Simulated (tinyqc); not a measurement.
Ferroelectric with a first-order transition, Landau-Devonshire energy: one step of the calculation.

One domain with free energy u = al P^2 + be P^4 + ga P^6 - E P, al = a0 (T - T0), be < 0 < ga (P in uC/cm^2, E in kV/cm, u in mJ/cm^3). Equilibrium: E = 2 al P + 4 be P^3 + 6 ga P^5; a state is stable against small changes where dE/dP > 0. The coercive field is that of uniform switching, which real films, switching by domains, do not reach.

Task. Spontaneous polarisation, coercive field and susceptibility. Ps^2 = [-be + sqrt(be^2 - 3 al ga)]/(3 ga); Pc^2 = [-3 be + sqrt(9 be^2 - 15 al ga)]/(15 ga), Ec = -E(Pc); susceptibility chi = 1/(eps0 dE/dP).

Inputs (values chosen for the exercise):
```
symbol,value,unit,meaning
a0,0.017,kV cm/(uC K),slope of the quadratic coefficient
T0,381,K,Curie-Weiss temperature
be,-0.0023,kV cm^5/uC^3,quartic coefficient
ga,2.2e-6,kV cm^9/uC^5,sixth-order coefficient
T,301,K,temperature
```

Constants: eps0 = 8.8541878128e-14 F/cm where lengths are in cm. Results are converted to the units shown.

Wanted: al; Ps; u(Ps) at E = 0; Pc; Ec; chi at Ps.

Result.

al = -1.3600 kV cm/uC
Ps = 30.344 uC/cm^2
u(Ps) at E = 0 = -1484.8 mJ/cm^3
Pc = 22.372 uC/cm^2
Ec = 89.890 kV/cm
chi at Ps = 405.94

Numbers from tinyqc (`OMP_NUM_THREADS=1 python tinyqc.py 2860120 2860121 out.jsonl`; about 0.01 s on one thread of a shared Intel Xeon 2.30GHz).
